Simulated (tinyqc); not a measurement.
Surface segregation during layer-by-layer epitaxy: two-layer exchange kinetics and the shape of quantum wells and delta layers: one step, computed by the program tinyqc.

Atoms A and B exchange only between the growing layer and the one below it. B is supplied for N layers, then pure A follows.

Problem. The second layer. Each layer is deposited complete with B share x_dep and then exchanges for the time tau = 1/G with the layer below, whose share is b (total c = s + b fixed): ds/dt = p1 b (1 - s) - p2 s (1 - b), s(0) = x_dep. With the roots s1 < s2 of the right side, (s - s1)/(s - s2) = [(s(0) - s1)/(s(0) - s2)] exp(-(p1 - p2)(s2 - s1) tau). The lower layer is then buried with c - s, and s becomes the b of the next layer. Layer 1 is deposited on pure A with share x0; with nothing to lift from below, take b = 0 and s(0) = x0 for it. Then layer 2 has x_dep = x0.

Inputs (values chosen for the exercise, close to those used for germanium in silicon): growth rate G = 0.11 layers/s; share x0 of B in the flux during the well = 0.22; layers in the well N = 8; temperature T = 350 C.

p1 = 0.02147744 1/s

p2 = 9.695785e-05 1/s

Give: share in layer 1 after its exchange; root s1 for layer 2; root s2 for layer 2; share in layer 2 after its exchange; share buried in layer 1.

Solution.

share in layer 1 after its exchange = 0.2198

root s1 for layer 2 = 0.4363

root s2 for layer 2 = 1.013

share in layer 2 after its exchange = 0.2503

share buried in layer 1 = 0.1895
